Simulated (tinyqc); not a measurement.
Silicon n-p-n transistor, Gummel numbers and transit times: two steps of the calculation.

One-dimensional n-p-n transistor in the forward active mode at low injection. In the base p(x) = NB exp(-eta x/wb) and ni(x)^2 = ni^2 exp((g0 + g1 x/wb)/Vt); electrons leave the base at vsat; band spikes at the emitter junction and recombination inside the emitter are ignored.

Inputs (values chosen for the exercise); band and dielectric values close to those of silicon: temperature T = 400 K; band gap Eg = 1.1 eV; relative permittivity eps_r = 11.9; conduction-band density of states at T Nc = 4.28e19 cm^-3; valence-band density of states at T Nv = 4.08e19 cm^-3; saturation velocity vsat = 9.89e6 cm/s; neutral base width wb = 72 nm; base doping at the emitter edge NB = 1.8e18 cm^-3; doping falls as exp(-eta x/wb) eta = 0; gap reduction at the emitter edge of the base g0 = 0 eV; further gap reduction across the base (linear) g1 = 0 eV; electron diffusion coefficient in the base Dn = 12 cm^2/s; emitter doping NE = 1.8e20 cm^-3; gap reduction in the emitter (negative: wider gap) gE = 0.125 eV; neutral emitter width we = 79 nm; hole diffusion coefficient in the emitter Dp = 1.6 cm^2/s; recombination velocity at the emitter contact Se = 1e5 cm/s; electron lifetime in the base tb = 1e-7 s; collector doping NC = 6.5e15 cm^-3; collector-base reverse bias VCB = 1 V.

Constants: q = 1.602176634e-19 C, kB = 1.380649e-23 J/K, Vt = kB T/q, eps0 = 8.8541878128e-14 F/cm where lengths are in cm. Results are converted to the units shown.

Question 1. Base Gummel number and transit time. f(x) = p(x) ni^2/ni(x)^2; I(x) = integral from x to wb of f/Dn, plus f(wb)/vsat; base Gummel number GB = I(0); electron density per unit flux n/(J/q) = I/f; base transit time tauB = integral of I/f over the base. Trapezoid rule on 10 equal steps.

Give: x; f; I; I/f; GB; tauB.

Answer 1.

| point | x (nm) | f (cm^-3) | I (s/cm^4) | I/f (s/cm) |
|---|---|---|---|---|
| 0 | 0.000 | 1.8000e18 | 1.2620e12 | 7.0111e-7 |
| 1 | 7.200 | 1.8000e18 | 1.1540e12 | 6.4111e-7 |
| 2 | 14.400 | 1.8000e18 | 1.0460e12 | 5.8111e-7 |
| 3 | 21.600 | 1.8000e18 | 9.3800e11 | 5.2111e-7 |
| 4 | 28.800 | 1.8000e18 | 8.3000e11 | 4.6111e-7 |
| 5 | 36.000 | 1.8000e18 | 7.2200e11 | 4.0111e-7 |
| 6 | 43.200 | 1.8000e18 | 6.1400e11 | 3.4111e-7 |
| 7 | 50.400 | 1.8000e18 | 5.0600e11 | 2.8111e-7 |
| 8 | 57.600 | 1.8000e18 | 3.9800e11 | 2.2111e-7 |
| 9 | 64.800 | 1.8000e18 | 2.9000e11 | 1.6111e-7 |
| 10 | 72.000 | 1.8000e18 | 1.8200e11 | 1.0111e-7 |

GB = 1.2620e12 s/cm^4
tauB = 2.8880 ps

Question 2. Gain, Early voltage and collector delay. ni = sqrt(Nc Nv) exp(-Eg/(2 Vt)), Eg in volts; GE = NE exp(-gE/Vt)(we/Dp + 1/Se); JC = J0 exp(VBE/Vt), J0 = q ni^2/GB; gain limited by back injection GE/GB, by base recombination tb/tauB, together 1/beta = the sum of the inverses; collector layer one-sided, Wc = sqrt(2 eps0 eps_r (Vbc + VCB)/(q NC)), Vbc = Vt ln(p(wb) NC/ni^2), Cjc = eps0 eps_r/Wc; Early voltage VA = GB q p(wb)/(f(wb) Cjc [1/Dn - (eta + g1/Vt)/(wb vsat)]), f(wb) = p(wb) exp(-(g0 + g1)/Vt), p(wb) = NB exp(-eta); tauC = Wc/(2 vsat).

GB = 1.2620020e12 s/cm^4
tauB = 2.8880081 ps

Wanted: ni; GE; J0; GE/GB; tb/tauB; beta; Wc; Cjc; VA; tauC.

Answer 2.

ni = 4.9131e12 cm^-3
GE = 7.1552e13 s/cm^4
J0 = 3.0645e-6 A/cm^2
GE/GB = 56.697
tb/tauB = 34626
beta = 56.604
Wc = 584.67 nm
Cjc = 0.18021 fF/um^2
VA = 134.64 V
tauC = 2.9559 ps

The gain is limited more by back injection into the emitter. beta VA = 7620 V.

Range of the model: Heavy doping makes emitter or base degenerate; gE and g0 are to be read as apparent gap changes that include this.

Computed by the program tinyqc: `OMP_NUM_THREADS=1 python tinyqc.py 2320025 2320026 out.jsonl`, one thread of a shared Intel Xeon 2.30GHz, about 0.01 s for the whole run.
